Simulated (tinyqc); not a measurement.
Changing the temperature T: dopant redistribution at a moving silicon-oxide interface during parabolic oxidation. Computed by tinyqc, a small Python program. Command: `OMP_NUM_THREADS=1 python tinyqc.py 3031182 3031183 out.jsonl segox sweep`. One thread of a shared host (Intel(R) Xeon(R) Processor @ 2.30GHz), about 0.01 s of CPU time with the checks.

Uniformly doped silicon is oxidised with x_ox = sqrt(B t); the interface advances into the silicon by alpha x_ox, alpha = 0.44. The dopant does not move in the oxide, and at the interface C(silicon) = m C(oxide).

Inputs (values chosen for the exercise, modelled on arsenic in silicon under dry oxygen): dopant prefactor D0 = 9.86 cm^2/s; dopant activation energy E = 4.02 eV; oxidation prefactor B0 = 825 um^2/h; oxidation activation energy E_B = 1.23 eV; segregation coefficient m = C(silicon)/C(oxide) = 9.1; bulk doping C_B = 8.4e+15 1/cm^3; time t = 0.92 h.

Constants: k_B = 8.617333262e-05 eV/K.

Method:
- D = D0 exp(-E/(k_B T)), converted with 1 cm^2/s = 3.6e11 um^2/h; B = B0 exp(-E_B/(k_B T)); s = alpha sqrt(B/(4 D)), the interface advance over 2 sqrt(D t).
- Temperatures in kelvin are T(C) + 273.15.
- With the dopant diffusivity D and s = alpha x_ox/(2 sqrt(D t)), in the silicon C = C_B + (C_s - C_B) erfc(y/(2 sqrt(D t)))/erfc(s), y from the original surface. Dopant balance at the interface gives C_s/C_B = 1/[1 + (1/(m alpha) - 1) g], g = sqrt(pi) s exp(s^2) erfc(s).

One run for each value:
```
temperature T (C)  ratio C_s/C_B       s  oxide thickness (um)  diffusion length 2 sqrt(D t) (um)
850                       3.8542  6.0979               0.04792                            0.00346
900                       3.5675  3.2991               0.06282                            0.00838
950                       3.0478  1.8768               0.08056                            0.01889
1000                      2.4416  1.1160               0.10131                            0.03994
1050                      1.9466  0.6903               0.12521                            0.07981
1100                      1.6133  0.4421               0.15238                            0.15165
1150                      1.4035  0.2922               0.18291                            0.27544
1200                      1.2722  0.1986               0.21685                            0.48042
```

Describe and explain the trends.

Over the rows, ratio C_s/C_B falls from 3.85 to 1.27; s falls from 6.10 to 0.199; oxide thickness (um) rises from 0.0479 to 0.217. Diffusion has the larger activation energy, so a hot oxidation lets it even out the profile and the ratio moves towards 1.

Caution (rows 850, 900, 950, 1000, 1050, 1100, 1150): in this case the oxide is not much thicker than a typical Deal-Grove length A, so real growth is slower than parabolic. Caution (all rows): parabolic growth needs an oxide much thicker than the Deal-Grove length A, which fails for thin films and low temperatures; oxidation-enhanced or retarded diffusion is ignored.
